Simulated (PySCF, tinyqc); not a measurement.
Inside a calculation. Method: G0W0 on RHF in the sto-3g basis, for H4, spin multiplicity 1. The lowest restricted solution is unstable here: a spin-polarised one lies 0.0027 hartree lower (PySCF). One step of it, computed by the program tinyqc.

Task: Iteration 2 (converged): orbitals. Diagonalise F' = X^T F X, C = X C', fill 2 alpha and 2 beta electrons from the bottom; D = 2 C_occ C_occ^T. Each column has its largest component positive (the first on a tie).

converged F (hartree):
```
           1H 1s      2H 1s      3H 1s      4H 1s
1H 1s  -0.480396  -0.682342  -0.497474  -0.476928
2H 1s  -0.682342  -0.480396  -0.476928  -0.497474
3H 1s  -0.497474  -0.476928  -0.480396  -0.682342
4H 1s  -0.476928  -0.497474  -0.682342  -0.480396
```

X:
```
               1          2          3         4
1H 1s   1.135325   0.709406   0.592747  0.310222
2H 1s  -1.135325  -0.709406   0.592747  0.310222
3H 1s  -1.135325   0.709406  -0.592747  0.310222
4H 1s   1.135325  -0.709406  -0.592747  0.310222
```

Give: F' = X^T F X; orbital energies; coefficients C; D after iteration 2.

Result:

F' = X^T F X (hartree):
```
        1       2        3        4
1  1.1471  0.0000   0.0000   0.0000
2  0.0000  0.3652   0.0000   0.0000
3  0.0000  0.0000  -0.2647   0.0000
4  0.0000  0.0000   0.0000  -0.8227
```

orbital energies (hartree): MO1 -0.8227, MO2 -0.2647, MO3 0.3652, MO4 1.1471

coefficients C:
```
          MO1      MO2      MO3      MO4
1H 1s  0.3102   0.5927   0.7094   1.1353
2H 1s  0.3102   0.5927  -0.7094  -1.1353
3H 1s  0.3102  -0.5927   0.7094  -1.1353
4H 1s  0.3102  -0.5927  -0.7094   1.1353
```

D after iteration 2:
```
         1H 1s    2H 1s    3H 1s    4H 1s
1H 1s   0.8952   0.8952  -0.5102  -0.5102
2H 1s   0.8952   0.8952  -0.5102  -0.5102
3H 1s  -0.5102  -0.5102   0.8952   0.8952
4H 1s  -0.5102  -0.5102   0.8952   0.8952
```
